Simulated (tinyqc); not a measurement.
# Changing the temperature T

Model: capillary instabilities by surface diffusion: grooving and agglomeration of films, edge retraction, wire break-up and smoothing of roughness. Computed by tinyqc, a small Python program. Command: `OMP_NUM_THREADS=1 python tinyqc.py 3020496 3020497 out.jsonl dewet sweep`. One thread of a shared host (Intel(R) Xeon(R) Processor @ 2.30GHz), about 0.01 s of CPU time with the checks.

Isotropic surface energy; shapes change by surface diffusion alone.

Inputs (values chosen for the exercise, for a model film): surface energy gamma_s = 1.71 J/m^2; grain-boundary energy gamma_b = 0.73 J/m^2; contact angle on the substrate theta = 95 degrees; atomic volume Omega = 17 angstrom^3; surface sites nu = 15 1/nm^2; prefactor D0 = 3.6e-05 m^2/s; activation energy Q = 0.985 eV; time t = 21 s; film thickness h = 6 nm; grain radius R = 130 nm; wire radius r = 9.6 nm; initial ripple over radius = 0.02.

Grooves: at the surface only.

Constants: k_B = 8.617333262e-05 eV/K; k_B = 1.380649e-23 J/K.

Method:
- B = D_s nu gamma_s Omega^2/(k_B T), D_s = D0 exp(-Q/(k_B T)).
- Groove angle beta: sin(beta) = gamma_b/(2 gamma). For circular grains of radius R with spherical caps the groove ends (measured from the mean surface) at the depth R g(beta), g = (2 - 3 cos beta + cos^3 beta)/(3 sin^3 beta). The film parts if R g(beta_s) > h.
- Mullins' isolated groove: depth below the flat surface d = 0.780 m (B t)^(1/4), m = tan(beta_s), width between the ridges 4.6 (B t)^(1/4); time to reach h: (h/(0.780 m))^4/B.
- A rim shaped as a circular segment with contact angle theta holds the area h x; its radius r obeys r^2 (theta - sin theta cos theta) = h x. To advance, the edge must carry a strip of the rim height H = r (1 - cos theta) over the rim, driven by the curvature 1/r over the distance r theta (the scaling argument of Brandon and Bradshaw): H dx/dt = B/(theta r^2) gives x^(5/2) = (5/2) B t c^(3/2)/(theta (1 - cos theta) h^(3/2)), c = theta - sin theta cos theta.
- A wire with r + A cos(k z) has dA/dt = (B/r^4) (kr)^2 [1 - (kr)^2] A: unstable for wavelengths above 2 pi r, fastest at kr = 1/sqrt 2 with the rate B/(4 r^4); break-up time about (4 r^4/B) ln(r/A0); each wavelength makes a sphere of radius (3 r^2 lambda_m/4)^(1/3).

One run for each value:
```
temperature T (K)  retraction x (nm)  groove depth (nm)  break-up time (s)  B (nm^4/s)
454                            21.97              1.721         2.6836e+02  4.9525e+02
486                            41.49              2.561         5.4745e+01  2.4277e+03
518                            72.32              3.624         1.3647e+01  9.7390e+03
550                           118.00              4.921         4.0132e+00  3.3117e+04
582                           182.21              6.457         1.3545e+00  9.8121e+04
614                           268.59              8.229         5.1345e-01  2.5885e+05
646                           380.60             10.232         2.1482e-01  6.1870e+05
678                           521.37             12.456         9.7808e-02  1.3589e+06
710                           693.64             14.889         4.7908e-02  2.7742e+06
```

Describe and explain the trends.

Over the rows, retraction x (nm) rises from 22.0 to 694 (exponent d ln y / d ln x 9.3 between the first rows and 6.2 between the last); groove depth (nm) rises from 1.72 to 14.9 (exponent d ln y / d ln x 5.8 between the first rows and 3.9 between the last); break-up time (s) falls from 268 to 0.0479 (exponent d ln y / d ln x -23 between the first rows and -15 between the last). Times carry the energy Q, but lengths at fixed time only Q/4 (grooves) and 2Q/5 (edges): 0.246 and 0.394 eV.

Caution (all rows): faceting can stabilise wires along low-index directions. Caution (rows 582, 614, 646, 678, 710): this depth exceeds the film thickness, so the isolated-groove formula no longer applies. Caution (rows 646, 678, 710): the grooves of neighbouring boundaries overlap, so the depth levels off at its final value.
